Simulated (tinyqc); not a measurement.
# From exact B0 back to true volume V_0

Model: equation-of-state fits to an energy-volume table made by a known binding curve. Computed by tinyqc, a small Python program. Command: `OMP_NUM_THREADS=1 python tinyqc.py 3001643 3001644 out.jsonl eosfit inv`. One thread of a shared host (Intel(R) Xeon(R) Processor @ 2.30GHz), about 0.03 s of CPU time with the checks.

With x = (V/V_0)^(1/3), the energy per atom is E = D [m x^-n - n x^-m]/(n - m), so that B0 = D n m/(9 V_0) and B' = (n + m + 6)/3. B' = dB/dP at P = 0.

Inputs (values chosen for the exercise, for a model crystal):
```
quantity                                 value     unit
cohesive energy D                         1.16  eV/atom
repulsive exponent n                        12        -
attractive exponent m                        1        -
compression V/V_0 for the pressure test   0.75        -
```

Binding curve: Mie. Noise: none.

Constants: 1 eV/angstrom^3 = 160.2176634 GPa.

Method. B0 and B' from the formulas above; P = -dE/dV at V = c V_0 (c the compression chosen), from the curve itself.

Task: A run gave the result below. Find the true volume V_0, known to lie between 20 and 29 angstrom^3/atom.

exact B0 = 11.16231 GPa

Result:

Each step takes the trial c = (a f_b - b f_a)/(f_b - f_a), f being the result less the target and a, b, c the logarithms of the listed values; c replaces end b, the old b replaces a if the sign of f changed, and otherwise f_a is halved.

Scan of the range:
```
true volume V_0 (angstrom^3/atom)  exact B0 (GPa)
20.0                                      12.3902
21.3                                      11.6340
22.6                                      10.9647
24.1                                      10.2823
25.6                                       9.6798
27.3                                       9.0770
29.0                                       8.5449
```

False position (Illinois rule, in the logarithm of the input) inside the bracket:
```
step    end a    end b    trial  exact B0 (GPa)
1     21.3000  22.6000  22.2082         11.1582
2     21.3000  22.2082  22.1923         11.1662
3     22.2082  22.1923  22.2000         11.1623
4     22.1923  22.2000  22.2000         11.1623
```

Exact B0 falls at every point of a 13-point scan of the range (every second point is shown), so one value fits; it is bracketed by 21.3 and 22.6. The scan shows a pure power law with exponent -1.000, so scaling from any one row also gives the answer directly. Answer: true volume V_0 = 22.20 angstrom^3/atom.
